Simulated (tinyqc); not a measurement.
Composition of the layer: band edges of strained Si(1-x)Ge(x) on relaxed Si(1-y)Ge(y).

Values are linear in the Ge fraction but for ED(x) = linear - CD x (1 - x) and a(x) = linear - Ca x (1 - x). Energies are on the common scale of Ev.

Coherent growth on a (001) face: e_par = (a(y) - a(x))/a(x), e_perp = -2 (C12/C11) e_par; exx = eyy = e_par, ezz = e_perp, no shear.

A valley with unit axis u lies at Ev + gap + (av + a_valley) tr(e) + Xu (u.e.u - tr(e)/3); the Delta axes are x, y, z and the L axes [111], [1-1-1], [-11-1], [-1-11]. The second-order shift of the Delta valleys under shear is left out; it lowers the pair normal to the sheared plane by tens of meV at a shear of 1 %.

Valence edges: Ev plus the levels of the 6 x 6 matrix of X, Y, Z times spin with -Dso/3 + l exx + m (eyy + ezz) on the diagonal (cyclic), n exy off it, l = av + 2 b, m = av - b, n = sqrt(3) d. Spin-orbit term (Dso/3) L.sigma on X, Y, Z with (L_k)_ij = -i epsilon_kij: <X+|H|Y+> = -i Dso/3, <X+|H|Z-> = Dso/3, <Y+|H|Z-> = -i Dso/3, <Z+|H|X-> = -Dso/3, <Z+|H|Y-> = i Dso/3, <X-|H|Y-> = i Dso/3, and their conjugates; + and - are the spin along z.

Inputs chosen for the exercise (end members near Si and Ge, in this order; not measured data): a = (5.424, 5.664) angstrom (lattice constant); Dso = (0.044, 0.292) eV (spin-orbit splitting); av = (2.48, 1.24) eV (valence hydrostatic potential); b = (-2.12, -2.53) eV (tetragonal shear potential); d = (-4.76, -5.27) eV (trigonal shear potential); C11 = (166.8, 127.7) GPa; C12 = (63.7, 47.8) GPa; C44 = (80.3, 66.6) GPa; Ev = (0, 0.72) eV (top of the unstrained valence band); ED = (1.137, 0.939) eV (gap to the Delta valleys); EL = (2.004, 0.73) eV (gap to the L valleys); aD = (1.83, 1.29) eV (hydrostatic potential of the Delta gap); aL = (-3.08, -2.72) eV (hydrostatic potential of the L gap); XuD = (9.36, 9.42) eV (uniaxial potential, Delta); XuL = (15.77, 15.13) eV (uniaxial potential, L); CD = 0.18 eV (bowing of the Delta gap); Ca = 0 angstrom (bowing of the lattice constant); face = 001 (growth face); y = 0.08 (Ge fraction of the relaxed buffer).

The buffer is kept. dEc = Ec(buffer) - Ec(layer), dEv = Ev(layer) - Ev(buffer); buffer edges Ev(y) and Ev(y) + min(ED, EL). The digit behind Delta or L counts whole valleys.

Results:
```
x     e_par (%)  lowest valleys  gap (eV)  next valleys above (meV)  valence splitting (meV)  dEc (eV)  dEv (eV)
0.00       0.35          Delta2     1.087                        58                       32     0.049    -0.028
0.18      -0.44          Delta4     1.024                        72                       27     0.007     0.077
0.27      -0.83          Delta4     0.952                       137                       44     0.008     0.147
0.36      -1.22          Delta4     0.884                       201                       59     0.005     0.219
0.45      -1.61          Delta4     0.818                       265                       73    -0.004     0.293
0.54      -1.99          Delta4     0.756                       328                       86    -0.017     0.368
0.63      -2.37          Delta4     0.697                       391                      100    -0.034     0.445
```

The gap is 1.087 eV in the first row and 0.697 eV in the last. The lowest valleys change: Delta2 to Delta4 between x = 0.00 and 0.18. Per 0.1 of x the valence offset moves by +75 meV on average; the conduction offset lies between -34 and +49 meV, not monotonically. Both carriers sit on one side for x = 0.18, 0.27 and 0.36, and on opposite sides elsewhere. Offsets below about 30 meV are within the spread of parameter sets, so those rows do not settle the type. Strains above 2 % can be kept only in layers of a few nanometres.

tinyqc: `OMP_NUM_THREADS=1 python tinyqc.py 1050304 1050305 out.jsonl`; about 0.02 s, one thread, shared Intel(R) Xeon(R) Processor @ 2.30GHz.
